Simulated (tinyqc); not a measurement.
Quasiparticle equation with a plasmon-pole self-energy for two band edges, step by step. Values are carried at full precision from step to step, so a last printed digit may differ when a step is redone from the rounded ones.

For each edge E = e + X + Sc(E), with the correlation part Sc(E) = A[0]/(E - a + w) + A[1]/(E - b - w); a and b are the valence and conduction energies that enter the Green function (a = ev, b = ec in the one-shot scheme). Z = 1/(1 - dSc/dE), dSc/dE = -A[0]/(E - a + w)^2 - A[1]/(E - b - w)^2.

Parameters, chosen for this exercise (scales of the order of those of AlN; shifted at random, so the results belong to these values and not to a real crystal): ev = 0 eV (mean-field valence top); ec = 4.36 eV (mean-field conduction edge); w = 19.7 eV (pole energy); Av = (80.9, 34.3) eV^2 (weights of the valence state on the hole and electron poles); Ac = (45.3, 79.7) eV^2 (the same for the conduction state); Xv = -3.51 eV (exchange minus the mean-field potential, valence); Xc = 3.57 eV (the same, conduction).

## Linearised one-shot correction

Evaluate Sc and its slope at the mean-field energy; E = e + Z (X + Sc).

Terms:
```
edge        Sc (eV)   dSc/dE       Z  X + Sc (eV)   E (eV)
valence      2.6810  -0.2677  0.7888      -0.8290  -0.6539
conduction  -2.1629  -0.2836  0.7790       1.4071   5.4562
```

gap = 6.1101 eV
gap with Z = 1 = 6.5961 eV

The gap opens by 1.750 eV, 37 % of it by lowering the valence top. Setting Z = 1 would overshoot by 0.486 eV. X and Sc have opposite signs and are each larger than the sum they leave, so both must be converged well.

## Solving the equation for the conduction edge

Newton steps on f(E) = E - ec - Xc - Sc(E) from E = ec; the first step is the linearised result.

Iterates:
```
step   E (eV)   Sc (eV)     f (eV)
0     4.36000  -2.16289  -1.407108
1     5.45620  -2.48332   0.009527
2     5.44889  -2.48111   0.000001
3     5.44889  -2.48111   0.000000
```

The linearisation errs by +7.3 meV, as the shift is only 0.055 of the pole energy.

## All solutions for the valence state

Multiplying out gives a cubic; give its three roots and their weights Z.

roots (eV): -23.827  -0.651  25.328

weights: 0.1735  0.7818  0.0447

The weights add up to 1. The satellite below lies 23.18 eV from the main peak, 18 % more than w: this scheme places plasmon satellites too far out, and gives one where a cumulant form gives a series.

## Updating the energies in the Green function

Solve both equations exactly, put the results in place of a and b, and repeat five times; w is kept.

Cycles (eV):
```
cycle       Ev      Ec     gap
1      -0.6511  5.4489  6.1000
2      -0.7160  5.5989  6.3149
3      -0.7207  5.6199  6.3406
4      -0.7206  5.6231  6.3436
5      -0.7205  5.6236  6.3440
```

The update moves the gap by +244 meV from the one-shot value; each cycle shrinks the change to about 0.12 of the one before.

## Checks

- Sum of the weights of the three roots: both 1.000000.
- Newton result against the root by bisection (eV): both 5.44889.

tinyqc: `OMP_NUM_THREADS=1 python tinyqc.py 1851066 1851067 out.jsonl`; about 0.02 s, one thread, shared Intel(R) Xeon(R) Processor @ 2.30GHz.
